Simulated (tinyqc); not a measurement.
Inside a calculation: heavy doping: gap narrowing, degeneracy and the minority density. Values are carried at full precision from step to step, so a last printed digit may differ when a step is redone from the rounded ones.

Empirical narrowing (Slotboom form, constants chosen for the exercise; published fits of this form give the apparent narrowing, here it is taken as the true one): dEg = E0 [ln(N/N0) + sqrt(ln(N/N0)^2 + C)].

Constants: kB = 8.617333262e-05 eV/K; e^2/(4 pi eps0) = 14.39964547 eV angstrom.

Parameters, chosen for this exercise (gap and densities of states near those of Si at this temperature; narrowing constants near the fits for Si; not measured data):
- N = 2.3e+19 1/cm^3 (ionised donors, equal to the majority density)
- E0 = 7.37 meV (narrowing scale)
- N0 = 8.9e+16 1/cm^3 (onset density)
- C = 0.5 (smoothing constant)
- Nc = 2.66e+19 1/cm^3 (conduction-band density of states)
- Eg = 1.138 eV (gap)
- Nv = 1.05e+19 1/cm^3 (valence-band density of states)
- T = 300 K
- eps = 11.7 (dielectric constant)
- Mv = 6 (majority valleys)

## Gap narrowing

Evaluate at N.

ln(N/N0) = 5.5546
dEg (empirical fit) = 82.21 meV

Well above N0 each decade of doping adds 2 E0 ln 10 = 33.9 meV.

## Degeneracy of the majority band

F_j(eta) = (1/Gamma(j + 1)) integral_0^infinity x^j dx/(1 + exp(x - eta)), which tends to exp(eta) for eta << 0.

Majority: N = Nc F_1/2(eta), eta the distance of EF beyond the majority band edge in kT. Degeneracy factor gam = F_1/2(eta)/exp(eta). ni0^2 = Nc Nv exp(-Eg/kT); product n p = ni0^2 gam exp(dEg/kT), dEg the true narrowing; apparent narrowing dEa = dEg + kT ln gam; minority density = n p/N.

Solve for eta and form gam.

N/Nc = 0.8647
eta = 0.1567
gam = 0.7393

## Product and minority density

Combine both effects.

ni0 = 4.62e+09 1/cm^3
exp(dEg/kT) = 24.0
dEa = 74.4 meV
sqrt(n p) = 1.95e+10 1/cm^3
minority density = 16.5 1/cm^3

Narrowing multiplies the product by 24 and degeneracy by 0.739; together they change the minority density by a factor 17.8 against ni0^2/N.

## Two estimates of the size

Two physical estimates, e2 = e^2/(4 pi eps0), N in 1/angstrom^3: exchange shift at the Fermi level, Ex = (e2/eps) kF/pi with kF = (3 pi^2 N/Mv)^(1/3); screened-pair energy (Lanyon-Tuft), Es = (3/4)(e2/eps) qs with qs^2 = (4 pi e2 N/(eps kT)) F_-1/2(eta)/F_1/2(eta).

Evaluate both at N.

kF = 0.04842 1/angstrom
Ex = 18.97 meV
Es = 95.02 meV

Against the fitted dEg = 82.2 meV, Ex is 0.23 and Es 1.16 times as large; each keeps one mechanism only, and Ex assumes a strongly degenerate gas, while here eta is only 0.16.

## Checks

- Minority density against the Boltzmann occupation of the other band at the narrowed gap (1/cm^3): both 16.47.

Program tinyqc; command `OMP_NUM_THREADS=1 python tinyqc.py 1680130 1680131 out.jsonl`; about 0.01 s on one thread of a shared Intel(R) Xeon(R) Processor @ 2.30GHz.
